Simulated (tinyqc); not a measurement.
Away from the valley: two-band massive Dirac model of the K valleys.

Basis (conduction, valence): H = [[D/2, a t (tau kx - i ky)], [a t (tau kx + i ky), -D/2 + lam tau sz]], valley tau = +/-1, spin sz = +/-1. The gap of a spin and valley is G = D - lam tau sz. Berry curvature Omega = curl of i<u|grad u>; for the conduction band Omega_c = -tau 2 a^2 t^2 G/(G^2 + 4 a^2 t^2 k^2)^(3/2), and Omega_v = -Omega_c.

Inputs chosen for the exercise (near those used for monolayer WSe2; not measured data): a = 3.308 angstrom (lattice constant); D = 1.62 eV (gap parameter); t = 1.1 eV (effective hopping); lam = 0.235 eV (half the valence spin splitting).

Flavour tau = +1, sz = +1. Parabolic transition energy G + 2 a^2 t^2 k^2/G; degree of circular polarisation eta = 2 cos(theta)/(1 + cos^2(theta)). The last column is the Berry flux of the conduction band inside |k|, over 2 pi: -(1 - cos(theta))/2, cos(theta) = G/(transition energy).

Along |k|:
```
|k| (1/angstrom)  transition (eV)  parabolic (eV)  Omega_c (angstrom^2)     eta  flux/2 pi
0.000                      1.3850          1.3850               -13.805  1.0000     0.0000
0.025                      1.3969          1.3970               -13.456  1.0000    -0.0043
0.050                      1.4320          1.4328               -12.490  0.9994    -0.0164
0.075                      1.4887          1.4926               -11.117  0.9974    -0.0348
0.100                      1.5646          1.5762                -9.577  0.9926    -0.0574
0.150                      1.7635          1.8152                -6.688  0.9715    -0.1073
0.200                      2.0092          2.1498                -4.522  0.9346    -0.1553
0.300                      2.5855          3.1058                -2.122  0.8325    -0.2322
```

The curvature halves at |k| = 0.146 1/angstrom, where 2 a t k = 0.766 G. At 0.3 the parabola is 520 meV too high, eta has fallen only to 0.832, and the flux has reached -0.232 of the -1/2 that a whole cone holds. The real bands leave this model beyond about 0.1 to 0.2 1/angstrom, where trigonal warping and other bands enter.

(tinyqc, `OMP_NUM_THREADS=1 python tinyqc.py 1481085 1481086 out.jsonl`, Intel(R) Xeon(R) Processor @ 2.30GHz, 1 thread, shared host, about 0.01 s.)
